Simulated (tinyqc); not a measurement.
Raising U: Hubbard chain of 4 sites, mean field against exact. Computed by the program tinyqc. Command: `OMP_NUM_THREADS=1 python tinyqc.py 115773 115774 out.jsonl`; one thread of a shared host (Intel(R) Xeon(R) Processor @ 2.60GHz), about 5 s.

one-body matrix (hopping and site energies) (eV):
```
         1        2        3        4
1   0.0000  -1.6900   0.0000   0.0000
2  -1.6900   0.0000  -1.6900   0.0000
3   0.0000  -1.6900   0.0000  -1.6900
4   0.0000   0.0000  -1.6900   0.0000
```

electrons, up and down: 2  2

Collinear unrestricted mean field (the lowest of 40 random starts) against exact diagonalisation.

Exact and mean-field results (eV):

| U | U/t | E exact | E mean field | mean \|n_up - n_down\| | double occupancy, exact | first gap in the sector |
|---|---|---|---|---|---|---|
| 0.840 | 0.497 | -6.76125 | -6.71791 | 0.000 | 0.224 | 1.856 |
| 1.690 | 1.000 | -6.04237 | -5.86791 | 0.000 | 0.199 | 1.654 |
| 3.380 | 2.000 | -4.86034 | -4.21999 | 0.393 | 0.152 | 1.333 |
| 5.070 | 3.000 | -3.96715 | -3.11297 | 0.697 | 0.114 | 1.093 |
| 6.760 | 4.000 | -3.30082 | -2.42400 | 0.820 | 0.085 | 0.913 |
| 10.140 | 6.000 | -2.41997 | -1.65789 | 0.918 | 0.049 | 0.672 |
| 13.520 | 8.000 | -1.88802 | -1.25410 | 0.953 | 0.031 | 0.525 |
| 20.280 | 12.000 | -1.29804 | -0.84106 | 0.979 | 0.015 | 0.361 |
| 33.800 | 20.000 | -0.79197 | -0.50615 | 0.993 | 0.006 | 0.221 |

In absolute terms mean field is worst at U/t = 4.0, 0.877 eV too high: at small U it is nearly exact, and at large U it misses only exchange-scale energies. Its local moments set in at U/t = 2.0 of those listed, a broken symmetry that the exact state of a finite cluster with equal spins does not have. Relative to the exact energy its error is 0.6 % at the smallest U, 36 % at most and 36 % at the largest. The double occupancy falls from 0.224 to 0.006; at the largest U the first gap is 0.65 times the exchange scale 4t^2/U.
